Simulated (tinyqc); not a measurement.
AlGaN/GaN HEMT with access regions, lumped model: one step of the calculation.

A polarisation-induced electron sheet under a Schottky gate, in series with two ungated access regions and contacts. Drift law v = mu E/(1 + mu E/vs) under the gate. Currents in mA/mm, resistances in ohm mm. No self-heating, no channel-length modulation; fits for polarisation, barrier and offset are chosen for the exercise.

Question. Polarisation charge, threshold and sheet resistance. sigma = (5e13 x + 1.6e13 x^2) cm^-2, phiB = 0.84 + 1.3 x, dEc = 0.7 (1.71 x + x^2) in volts, Cb = eps0 eps_r/d, VT = phiB - dEc - q sigma/Cb, access density n0 = -Cb VT/q. Rsh = 1/(q mu n0); largest access current q n0 vs.

Values chosen for this exercise; values close to those of AlGaN/GaN structures: aluminium share of the barrier x = 0.33; barrier thickness d = 18 nm; relative permittivity of barrier and channel eps_r = 9.4; channel mobility mu = 1700 cm^2/(V s); saturation velocity vs = 1.1e7 cm/s.

Constants: q = 1.602176634e-19 C, eps0 = 8.8541878128e-14 F/cm where lengths are in cm. Results are converted to the units shown.

Wanted: sigma; Cb; VT; n0; Rsh; q n0 vs.

Answer.

sigma = 1.8242e13 cm^-2
Cb = 0.46239 uF/cm^2
VT = -5.5233 V
n0 = 1.5940e13 cm^-2
Rsh = 230.33 ohm
q n0 vs = 2809.3 mA/mm

Numbers from tinyqc (`OMP_NUM_THREADS=1 python tinyqc.py 2570030 2570031 out.jsonl`; about 0.02 s on one thread of a shared Intel Xeon 2.30GHz).
